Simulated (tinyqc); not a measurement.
# Floating body of a partially depleted SOI transistor: body voltage and kink, step by step

Program tinyqc, `OMP_NUM_THREADS=1 python tinyqc.py 2182051 2182052 out.jsonl`; Intel Xeon 2.30GHz, shared host, one thread, about 0.2 s. Printed values are rounded.

Source at 0 V. Channel current Ic = 2 nf K Vt^2 [F(0) - F(Vd)](1 + la Vd), F(V) = ln^2(1 + exp((Vg - VT - nf V)/(2 nf Vt))), VT = VT0 - gb Vb. Saturation voltage Vs = 2 Vt sqrt(F(0)) + 3 Vt, excess Ve = (Vd - Vs + sqrt((Vd - Vs)^2 + 0.0004 V^2))/2, multiplication M1 = Ai Ve exp(-Bl/Ve). Each junction passes D(v) = J1 (exp(v/Vt) - 1) + J2 (exp(v/(2 Vt)) - 1). Bipolar current Ib = bb J1 (exp(Vb/Vt) - 1). The body settles where M1 (Ic + Ib) = D(Vb) + D(Vb - Vd) + Vb/Rb; drain current Id = (1 + M1)(Ic + Ib) - D(Vb - Vd).

Inputs (values chosen for the exercise); values of the order met in partially depleted silicon-on-insulator transistors:
```
symbol    value         unit                                                                                            meaning
T           330            K                                                                                        temperature
VT0        0.45            V                                                                     threshold at zero body voltage
gb         0.32                                                                  fall of the threshold per volt of body voltage
nf         1.29                                                                                                    slope factor
K           240  uA/(V^2 um)                                                                              gain factor per width
la         0.03          1/V                                                                   channel-length modulation factor
Ai         3.51          1/V                                                                        impact-ionisation prefactor
Bl          6.1            V                                                                          impact-ionisation voltage
J1      7.5e-11        uA/um                                                      diffusion saturation current of each junction
J2       8.2e-8        uA/um                                                  recombination saturation current of each junction
bb            3                                                 gain of the lateral bipolar transistor on the diffusion current
Rb          1e9      kohm um  resistance of a weak body tie to the source (1e9 stands for no tie, and the term is then dropped)
Vg          0.5            V                                                                                       gate voltage
Vd          2.3            V                                                                                      drain voltage
```

Constants: q = 1.602176634e-19 C, kB = 1.380649e-23 J/K, Vt = kB T/q. Results are converted to the units shown.

Range of the model: The multiplication law is an empirical form chosen for the exercise; self-heating and capacitive coupling to the body are left out, and the linear laws are rough once Vb passes about 0.7 V or M1 about 0.1.

## Starting value

Vb = 0.7 V.

Vb at the start = 0.7 V

## Iteration 1: new Vb

Current into the body I_in = M1 (Ic + Ib) - D(Vb - Vd), current out I_out = D(Vb) + Vb/Rb; f = ln(I_in/I_out), s = df/dVb by central differences over 1e-5 V, Vb(new) = Vb - f/s.

Ic = 7.56036 uA/um
Ve = 2.00099 V
M1 = 0.333128
I_in = 6.19336 uA/um
I_out = 3.69521 uA/um
f = 0.516441
s = -13.7821 1/V
Vb after iteration 1 = 0.737472 V

## Iteration 2: new Vb

As before.

Ic = 8.21744 uA/um
Ve = 1.99190 V
M1 = 0.327031
I_in = 16.1610 uA/um
I_out = 13.7684 uA/um
f = 0.160225
s = -5.93569 1/V
Vb after iteration 2 = 0.764465 V

## Iteration 3: new Vb

As before.

Ic = 8.70916 uA/um
Ve = 1.98533 V
M1 = 0.322665
I_in = 37.1575 uA/um
I_out = 35.5394 uA/um
f = 0.0445245
s = -2.97074 1/V
Vb after iteration 3 = 0.779453 V

## Course of the iteration

Stop when the step is below 1e-10 V, or after 40 iterations.

Course of the iteration:

| iteration | Vb before the step (V) | step (V) |
|---|---|---|
| 1 | 0.7 | 0.0375 |
| 2 | 0.737472 | 0.0270 |
| 3 | 0.764465 | 0.0150 |
| 4 | 0.779453 | 3.60e-3 |
| 5 | 0.783057 | 1.62e-4 |
| 6 | 0.783220 | 3.08e-7 |
| 7 | 0.783220 | 1.10e-12 |

Converged in 7 iterations.

## Drain current with floating and with grounded body

converged Vb = 0.783220 V

Id and VT at the converged Vb, Id at Vb = 0, their ratio, and the bipolar share Ib/(Ic + Ib).

VT = 0.199370 V
Id, floating = 283.612 uA/um
Id, grounded = 0.919959 uA/um
ratio = 308.287
bipolar share = 95.7845 %

The body rises to 0.783 V and lowers the threshold by 251 mV.
